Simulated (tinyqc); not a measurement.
Ground and coupling capacitance from two measurements.

Question. A line has Cg to the planes and Cc to each of two neighbours. Find Cg, Cc, the load when both neighbours switch in antiphase, and the pulse on the line when it floats and both neighbours swing by Vx.

Inputs (values chosen for the exercise):
```
symbol,value,unit,meaning
Vx,1,V,swing
```

capacitance with neighbours driven alike and with neighbours grounded (aF/um): 72  134

Solution. Driven alike, Cc carries no charge, which leaves Cg; grounded neighbours give Cg + 2 Cc, antiphase Cg + 4 Cc; a floating line divides the swing as 2 Cc/(Cg + 2 Cc).

Cg = 72.00 aF/um
Cc = 31.00 aF/um
load in antiphase = 196.0 aF/um
pulse = 0.4627 V

Numbers from tinyqc (`OMP_NUM_THREADS=1 python tinyqc.py 2790183 2790184 out.jsonl`; about 1 s on one thread of a shared Intel Xeon 2.30GHz).
